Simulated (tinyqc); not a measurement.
One anharmonic mode: perturbation theory, self-consistent phonons and exact levels. Changing the mode mass M. Computed by tinyqc, a small Python program. Command: `OMP_NUM_THREADS=1 python tinyqc.py 3023060 3023061 out.jsonl scp sweep`. One thread of a shared host (Intel(R) Xeon(R) Processor @ 2.30GHz), about 0.08 s of CPU time with the checks.

V(x) = k x^2/2 + b x^4 for one coordinate x of mass M. A constant K > 0 gives hbar Omega = sqrt((hbar^2/u) K/M) with K in eV/angstrom^2 and M in u.

Inputs (values chosen for the exercise, for a model mode): harmonic constant k = 19.1 eV/angstrom^2; quartic constant b = 118 eV/angstrom^4; temperature T = 580 K; mixing = 0.5.

Shape: single well.

Constants: hbar^2/u = 4.18015928e-03 eV angstrom^2; k_B = 8.617333262e-05 eV/K.

Method:
- Self-consistent phonon, centred at x = 0: K = k + 12 b <x^2>, <x^2> = (hbar Omega/(2K)) coth(hbar Omega/(2 k_B T)).
- Start at K = |k|; K(new) = K + mixing x (K_out - K), but at least K/20; stop when |K_out - K| < 1e-9 |k| or after 90 steps.
- Its free energy is F = k_B T ln[2 sinh(hbar Omega/(2 k_B T))] + (k - K)<x^2>/2 + 3 b <x^2>^2, an upper bound to the exact one.
- Basis: oscillator states n of the constant |k|, with x = s (a + a+), s^2 = hbar Omega/(2|k|); H = hbar Omega (n + 1/2) + (k - |k|) x^2/2 + b x^4, with exact matrix elements of x^2 and x^4.
- Exact values use 120 basis states: F = -k_B T ln sum exp(-E_n/(k_B T)), and <x^2> is the Boltzmann mean.

One run for each value:
```
mode mass M (u)  E_1 - E_0 (meV)  self-consistent quantum (meV)  exact <x^2> (angstrom^2)
8.7                       103.47                         105.60                 0.0029191
14.0                       80.42                          82.63                 0.0026806
23.0                       61.97                          64.15                 0.0025214
39.0                       47.08                          49.10                 0.0024172
63.0                       36.75                          38.56                 0.0023593
100.0                      28.99                          30.57                 0.0023241
170.0                      22.11                          23.43                 0.0022994
280.0                      17.15                          18.25                 0.0022854
```

Describe and explain the trends.

Over the rows, E_1 - E_0 (meV) falls from 103 to 17.2 (exponent d ln y / d ln x about -0.52 throughout); self-consistent quantum (meV) falls from 106 to 18.2 (exponent d ln y / d ln x about -0.51 throughout); exact <x^2> (angstrom^2) falls from 0.00292 to 0.00229 (exponent d ln y / d ln x -0.18 between the first rows and -0.012 between the last). The exponent of self-consistent quantum stays between -0.52 and -0.50, near -0.50: the harmonic or classical law.
